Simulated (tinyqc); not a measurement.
From results back to parameters: nanosheet or nanowire with hard walls, valleys of the Si type. Three cases, with inputs chosen for the exercise.

Problem. In a hard-walled rectangle E(n, l) = c pi^2 (n^2/(m_y W^2) + l^2/(m_z H^2)), c = hbar^2/2m0. Two levels were computed from hidden W and H.

Constants: hbar^2/2m0 = 3.80998211 eV angstrom^2.

Find: width term; height term; W; H.

Method. The difference of the two levels is three times the width term; the rest of E(1, 1) is the height term.

Case 1.

Values chosen (out of a larger set: near those of Si; not measured data): m_y = 0.189 m0 (mass across the width); m_z = 0.923 m0 (mass along the height).

E(1, 1) = 0.024888 eV
E(2, 1) = 0.057638 eV

Solution.

width term = 10.92 meV
height term = 13.97 meV
W = 135.0 angstrom
H = 54.0 angstrom

Case 2.

Values chosen (out of a larger set: near those of Si; not measured data): m_y = 0.187 m0 (mass across the width); m_z = 0.901 m0 (mass along the height).

E(1, 1) = 0.012998 eV
E(2, 1) = 0.024914 eV

Solution.

width term = 3.97 meV
height term = 9.03 meV
W = 225.0 angstrom
H = 68.0 angstrom

Case 3.

Values chosen (out of a larger set: near those of Si; not measured data): m_y = 0.193 m0 (mass across the width); m_z = 0.929 m0 (mass along the height).

E(1, 1) = 0.025491 eV
E(2, 1) = 0.044577 eV

Solution.

width term = 6.36 meV
height term = 19.13 meV
W = 175.0 angstrom
H = 46.0 angstrom

Computed by tinyqc, one run a case: `OMP_NUM_THREADS=1 python tinyqc.py N N+1 out.jsonl` with N = 1250003, 1250029, 1250123; one thread of a shared Intel(R) Xeon(R) Processor @ 2.30GHz, about 0.06 s a run at most.
